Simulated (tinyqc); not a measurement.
A log to judge: finite-difference solution of the diffusion equation on a small grid. Computed by tinyqc. Command: `OMP_NUM_THREADS=1 python tinyqc.py 3024576 3024577 out.jsonl fdiff walk`. One thread of a shared host (Intel(R) Xeon(R) Processor @ 2.30GHz), about 0.01 s of CPU time with the checks.

dC/dt = D d2C/dx2 on nodes x_j = j dx, j = 0..7; the far end is sealed.

Inputs (values chosen for the exercise):
```
quantity          value    unit
diffusivity D      0.74  nm^2/s
grid spacing dx      50      nm
time step dt       2300       s
final time t_f    92000       s
loss velocity h  0.0089    nm/s
```

Boundary at x = 0: surface loss. Scheme: explicit.

start values C_j, j = 0, 1, ... (% of a reference): 73.9  100  68.9  8.89  1.69  0  0  0

Method:
- The operator M acts as (M C)_j = C_(j-1) - 2 C_j + C_(j+1); at the sealed far end a mirror node gives 2 C_(N-2) - 2 C_(N-1); at j = 0, the outward flux h C_0 gives 2 C_1 - (2 + 2 h dx/D) C_0.
- With r = D dt/dx^2: (1 - theta r M) C(new) = (1 + (1 - theta) r M) C(old); theta = 0 explicit, 1 implicit, 1/2 Crank-Nicolson.
- The run takes n = round(t_f/dt) steps of length t_f/n.
- The dose is the trapezoidal sum of C dx; the error is the largest difference from exp(M D t/dx^2) C(0), the exact time evolution on the same grid.

Course of the run:
```
step  t (s)           C_1           C_4   dose (% nm)  largest error
1      2300   6.10582e+01   5.44121e+00   9.30877e+03    1.79521e+01
2      4600   4.47395e+01   2.93449e+01   8.30720e+03    1.43623e+01
3      6900   3.80698e+01   5.92220e+00   7.78764e+03    1.92718e+01
4      9200   2.44098e+01   4.46128e+01   7.15395e+03    2.51938e+01
5     11500   3.59220e+01  -1.50002e+01   6.84087e+03    3.70171e+01
6     13800  -2.23225e+00   7.58516e+01   6.53009e+03    5.73224e+01
7     16100   6.78432e+01  -6.85147e+01   5.89572e+03    8.78195e+01
...     ...           ...           ...           ...            ...
34    78200  -4.33764e+09   8.60736e+08   5.30809e+10    7.65503e+09
35    80500   8.46484e+09  -1.66485e+09  -1.03617e+11    1.49421e+10
36    82800  -1.65181e+10   3.22398e+09   2.02248e+11    2.91634e+10
37    85100   3.22314e+10  -6.24962e+09  -3.94727e+11    5.69155e+10
38    87400  -6.28898e+10   1.21255e+10   7.70333e+11    1.11069e+11
39    89700   1.22706e+11  -2.35438e+10  -1.50326e+12    2.16737e+11
40    92000  -2.39408e+11   4.57444e+10   2.93335e+12    4.22913e+11
```

Can the last value be used, and what does the course show?

No. The error grows by a factor near 1.95 a step with alternating sign from node to node: r = 0.681 exceeds the stability limit 0.461 of the explicit scheme. Reruns converge with time step dt = 920.0; or with scheme = implicit; or with scheme = Crank-Nicolson. Reruns still fail with time step dt = 1800.0.
